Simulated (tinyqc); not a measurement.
# Tunnelling through a gate dielectric, WKB transmission and Tsu-Esaki current: effects of single changes

Electrons leave the emitter at x = 0. Energies E (motion across the layers) are in eV from the emitter Fermi level; the collector Fermi level lies at -V and offers states at every E. No charge in the dielectric and no image force: F1 = V/t1, U = phi1 - F1 x. With C = hbar^2/(2 m0), kappa = sqrt(m (U - E)/C) where U > E and 0 elsewhere; T(E) = exp(-S), S = 2 times the integral of kappa over x.

Values chosen for this exercise; dielectric values close to those of silicon dioxide:
- T = 300 K (temperature)
- Ef = 0.09 eV (Fermi energy of the emitter above its band bottom)
- me = 1 m0 (emitter mass in the supply function)
- phi1 = 3.21 eV (barrier of layer 1 above the emitter Fermi level at zero bias)
- m1 = 0.5 m0 (tunnelling mass of layer 1)
- t1 = 3 nm (thickness of layer 1)
- V = 0.7 V (voltage across the dielectric)

Constants: q = 1.602176634e-19 C, kB = 1.380649e-23 J/K, hbar = 1.054571817e-34 J s, m0 = 9.1093837015e-31 kg, Vt = kB T/q, hbar^2/(2 m0) = 0.0380998212 eV nm^2. Results are converted to the units shown.

Each table varies one quantity; the others keep the values above.

## Effect of the barrier height

Each layer adds (2/F) sqrt(m/C) [G(u at its left edge) - G(u at its right edge)] to S, with u = U - E (0 where negative) and G(u) = (2/3) u^1.5. J = J0 times the integral of T(E) N(E) dE, N = ln[(1 + exp(-E/Vt))/(1 + exp((-E - V)/Vt))], J0 = q^2 me m0 kB T/(2 pi^2 hbar^3) (times 1e-4 for A/cm^2 per eV), from E = -Ef to far above the barrier (T = 1 there), by quadrature converged to the digits shown.

Effect of the barrier height:

| phi1 (eV) | S at E = 0 | T(E = 0) | J (A/cm^2) | mean E of the current (eV) |
|---|---|---|---|---|
| 1.6 | 24.22 | 3.027e-11 | 0.001715 | -0.03087 |
| 1.9 | 27.00 | 1.874e-12 | 1.095e-4 | -0.03299 |
| 2.2 | 29.52 | 1.513e-13 | 9.061e-6 | -0.03446 |
| 2.5 | 31.84 | 1.493e-14 | 9.120e-7 | -0.03556 |
| 2.8 | 33.99 | 1.726e-15 | 1.072e-7 | -0.03642 |
| 3.1 | 36.02 | 2.273e-16 | 1.432e-8 | -0.03712 |
| 3.4 | 37.94 | 3.337e-17 | 2.128e-9 | -0.03770 |
| 3.7 | 39.76 | 5.375e-18 | 3.465e-10 | -0.03819 |

What does the comparison show?

J falls from 0.00171 to 3.46e-10 A/cm^2, on average 3.19 decades for each eV, while S rises from 24.2 to 39.8, as phi1^(0.59) over the table (a flat barrier gives 0.5, a triangular one 1.5).

## Effect of the thickness t1 at fixed voltage

Same model as above.

Results:

| t1 (nm) | S at E = 0 | T(E = 0) | J (A/cm^2) | mean E of the current (eV) |
|---|---|---|---|---|
| 1.8 | 22.04 | 2.677e-10 | 0.01874 | -0.04155 |
| 2.23 | 27.31 | 1.383e-12 | 9.329e-5 | -0.04010 |
| 2.66 | 32.57 | 7.147e-15 | 4.650e-7 | -0.03859 |
| 3.09 | 37.84 | 3.693e-17 | 2.321e-9 | -0.03701 |
| 3.51 | 42.98 | 2.157e-19 | 1.312e-11 | -0.03538 |
| 4.37 | 53.51 | 5.758e-24 | 3.295e-16 | -0.03179 |
| 4.8 | 58.78 | 2.976e-26 | 1.655e-18 | -0.02985 |

Estimate the missing row, t1 = 3.94 nm.

Computed row:

| t1 (nm) | S at E = 0 | T(E = 0) | J (A/cm^2) | mean E of the current (eV) |
|---|---|---|---|---|
| 3.94 | 48.25 | 1.114e-21 | 6.570e-14 | -0.03363 |

With this row back in the table: J falls from 0.0187 to 1.66e-18 A/cm^2: 5.36 decades a nanometre between the first two rows and 5.35 between the last two. The exponent S alone gives dS/dt/ln 10 = 5.32 and 5.32.

Program tinyqc, `OMP_NUM_THREADS=1 python tinyqc.py 2540075 2540076 out.jsonl`; Intel Xeon 2.30GHz, shared host, one thread, about 0.02 s.
